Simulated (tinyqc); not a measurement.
Charge control and current of a heterostructure field-effect transistor: one step, computed by the program tinyqc. Command: `OMP_NUM_THREADS=1 python tinyqc.py 3025783 3025784 out.jsonl hemt walk`. One thread of a shared host (Intel(R) Xeon(R) Processor @ 2.30GHz), about 0.01 s of CPU time with the checks.

Two subbands in a triangular well; E_F is counted from the conduction band edge of the channel at the interface.

Question. Threshold and barrier capacitance. Threshold V_T = phi_B - dE_c - sigma d/(eps eps_0) (in volts); C_b = eps eps_0/d.

Inputs (values chosen for the exercise, modelled on AlGaN/GaN): permittivity eps (barrier and channel) = 9.72; barrier thickness d = 20 nm; Schottky barrier phi_B = 1.2 eV; conduction band offset dE_c = 0.38 eV; polarisation charge sigma/e = 1.5e+13 1/cm^2.

Charge source: polarisation. Velocity law: smooth.

Constants: e = 1.602176634e-19 C; eps_0 = 8.8541878128e-12 F/m.

Give: threshold voltage V_T; barrier capacitance C_b.

Answer.

threshold voltage V_T = -4.7649 V

barrier capacitance C_b = 0.43031 microfarad/cm^2

The device is normally on.
